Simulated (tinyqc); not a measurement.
What each parameter does: band edges of strained Si(1-x)Ge(x) on relaxed Si(1-y)Ge(y).

Values are linear in the Ge fraction but for ED(x) = linear - CD x (1 - x) and a(x) = linear - Ca x (1 - x). Energies are on the common scale of Ev.

Coherent growth on a (111) face: e_par = (a(y) - a(x))/a(x), e_perp = -(2 C11 + 4 C12 - 4 C44)/(C11 + 2 C12 + 4 C44) e_par; exx = eyy = ezz = (2 e_par + e_perp)/3 and exy = eyz = ezx = (e_perp - e_par)/3.

A valley with unit axis u lies at Ev + gap + (av + a_valley) tr(e) + Xu (u.e.u - tr(e)/3); the Delta axes are x, y, z and the L axes [111], [1-1-1], [-11-1], [-1-11]. The second-order shift of the Delta valleys under shear is left out; it lowers the pair normal to the sheared plane by tens of meV at a shear of 1 %.

Valence edges: Ev plus the levels of the 6 x 6 matrix of X, Y, Z times spin with -Dso/3 + l exx + m (eyy + ezz) on the diagonal (cyclic), n exy off it, l = av + 2 b, m = av - b, n = sqrt(3) d. Spin-orbit term (Dso/3) L.sigma on X, Y, Z with (L_k)_ij = -i epsilon_kij: <X+|H|Y+> = -i Dso/3, <X+|H|Z-> = Dso/3, <Y+|H|Z-> = -i Dso/3, <Z+|H|X-> = -Dso/3, <Z+|H|Y-> = i Dso/3, <X-|H|Y-> = i Dso/3, and their conjugates; + and - are the spin along z.

Parameters, chosen for this exercise (end members near Si and Ge, in this order; the results hold for these values, not for the real material): a = (5.428, 5.658) angstrom (lattice constant); Dso = (0.044, 0.287) eV (spin-orbit splitting); av = (2.45, 1.23) eV (valence hydrostatic potential); b = (-2.1, -2.56) eV (tetragonal shear potential); d = (-4.82, -5.36) eV (trigonal shear potential); C11 = (166.1, 127) GPa; C12 = (63.1, 47.7) GPa; C44 = (80.7, 66.4) GPa; Ev = (0, 0.63) eV (top of the unstrained valence band); ED = (1.177, 0.923) eV (gap to the Delta valleys); EL = (2.036, 0.747) eV (gap to the L valleys); aD = (1.63, 1.23) eV (hydrostatic potential of the Delta gap); aL = (-3.23, -2.86) eV (hydrostatic potential of the L gap); XuD = (9.1, 9.74) eV (uniaxial potential, Delta); XuL = (16.22, 15.51) eV (uniaxial potential, L); CD = 0.222 eV (bowing of the Delta gap); Ca = 0 angstrom (bowing of the lattice constant); face = 111 (growth face); x = 0 (Ge fraction of the layer); y = 0.49 (Ge fraction of the relaxed buffer).

dEc = Ec(buffer) - Ec(layer), dEv = Ev(layer) - Ev(buffer); buffer edges Ev(y) and Ev(y) + min(ED, EL).

Results for these values:

| case | gap (eV) | valence splitting (meV) | dEc (eV) | dEv (eV) |
|---|---|---|---|---|
| base | 1.0786 | 234.1 | -0.0046 | -0.0769 |

What happens to each result for CD = 0.272 eV, all else kept?

Answer: gap does not change at the printed digits; valence splitting does not change at the printed digits; dEc falls from -0.0046 to -0.0171; dEv does not change at the printed digits.

The same for each parameter in turn:

| case | gap (eV) | valence splitting (meV) | dEc (eV) | dEv (eV) |
|---|---|---|---|---|
| base | 1.0786 | 234.1 | -0.0046 | -0.0769 |
| x = 0.03 | 1.0725 | 217.5 | 0.0003 | -0.0757 |
| y = 0.52 | 1.0718 | 249.1 | -0.0014 | -0.0809 |
| CD = 0.272 eV | 1.0786 | 234.1 | -0.0171 | -0.0769 |
| XuL = (18.653, 17.836) eV | 1.0786 | 234.1 | -0.0046 | -0.0769 |
| Ev = (0, 0.724) eV | 1.0786 | 234.1 | 0.0415 | -0.1230 |
| aL = (-3.714, -3.289) eV | 1.0786 | 234.1 | -0.0046 | -0.0769 |
| d = (-5.543, -6.164) eV | 1.0541 | 270.9 | -0.0046 | -0.0524 |
| aD = (1.874, 1.414) eV | 1.0865 | 234.1 | -0.0126 | -0.0769 |

The lowest valleys of the layer are Delta6, so among the conduction-band potentials only those of that family reach the gap and dEc; the buffer is unstrained. A shift large enough to swap the lowest family would change that.

(tinyqc, `OMP_NUM_THREADS=1 python tinyqc.py 1051126 1051127 out.jsonl`, Intel(R) Xeon(R) Processor @ 2.30GHz, 1 thread, shared host, about 0.01 s.)
